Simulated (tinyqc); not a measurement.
Floating body of a partially depleted SOI transistor: body voltage and kink: two steps of the calculation.

Source at 0 V. Channel current Ic = 2 nf K Vt^2 [F(0) - F(Vd)](1 + la Vd), F(V) = ln^2(1 + exp((Vg - VT - nf V)/(2 nf Vt))), VT = VT0 - gb Vb. Saturation voltage Vs = 2 Vt sqrt(F(0)) + 3 Vt, excess Ve = (Vd - Vs + sqrt((Vd - Vs)^2 + 0.0004 V^2))/2, multiplication M1 = Ai Ve exp(-Bl/Ve). Each junction passes D(v) = J1 (exp(v/Vt) - 1) + J2 (exp(v/(2 Vt)) - 1). Bipolar current Ib = bb J1 (exp(Vb/Vt) - 1). The body settles where M1 (Ic + Ib) = D(Vb) + D(Vb - Vd) + Vb/Rb; drain current Id = (1 + M1)(Ic + Ib) - D(Vb - Vd).

Inputs (values chosen for the exercise); values of the order met in partially depleted silicon-on-insulator transistors:
- T = 300 K (temperature)
- VT0 = 0.46 V (threshold at zero body voltage)
- gb = 0.24 (fall of the threshold per volt of body voltage)
- nf = 1.2 (slope factor)
- K = 330 uA/(V^2 um) (gain factor per width)
- la = 0.09 1/V (channel-length modulation factor)
- Ai = 1.02 1/V (impact-ionisation prefactor)
- Bl = 8.4 V (impact-ionisation voltage)
- J1 = 4.5e-13 uA/um (diffusion saturation current of each junction)
- J2 = 7.7e-8 uA/um (recombination saturation current of each junction)
- bb = 3 (gain of the lateral bipolar transistor on the diffusion current)
- Rb = 1e9 kohm um (resistance of a weak body tie to the source (1e9 stands for no tie, and the term is then dropped))
- Vg = 0.47 V (gate voltage)
- Vd = 1.5 V (drain voltage)

Constants: q = 1.602176634e-19 C, kB = 1.380649e-23 J/K, Vt = kB T/q. Results are converted to the units shown.

Question 1. New Vb. Current into the body I_in = M1 (Ic + Ib) - D(Vb - Vd), current out I_out = D(Vb) + Vb/Rb; f = ln(I_in/I_out), s = df/dVb by central differences over 1e-5 V, Vb(new) = Vb - f/s.

Vb after iteration 1 = 0.58296129 V

Wanted: Ic; Ve; M1; I_in; I_out; f; s; Vb after iteration 2.

Answer 1.

Ic = 3.7598 uA/um
Ve = 1.2932 V
M1 = 0.0019918
I_in = 0.0075055 uA/um
I_out = 0.0088653 uA/um
f = -0.16652
s = -23.586 1/V
Vb after iteration 2 = 0.57590 V

Question 2. Drain current with floating and with grounded body. Id and VT at the converged Vb, Id at Vb = 0, their ratio, and the bipolar share Ib/(Ic + Ib).

converged Vb = 0.57581419 V

Find: VT; Id, floating; Id, grounded; ratio; bipolar share.

Answer 2.

VT = 0.32180 V
Id, floating = 3.6978 uA/um
Id, grounded = 0.36386 uA/um
ratio = 10.163
bipolar share = 0.17239 %

The body rises to 0.576 V and lowers the threshold by 138 mV.

Range of the model: The multiplication law is an empirical form chosen for the exercise; self-heating and capacitive coupling to the body are left out, and the linear laws are rough once Vb passes about 0.7 V or M1 about 0.1.

Numbers from tinyqc (`OMP_NUM_THREADS=1 python tinyqc.py 2182273 2182274 out.jsonl`; about 0.2 s on one thread of a shared Intel Xeon 2.30GHz).
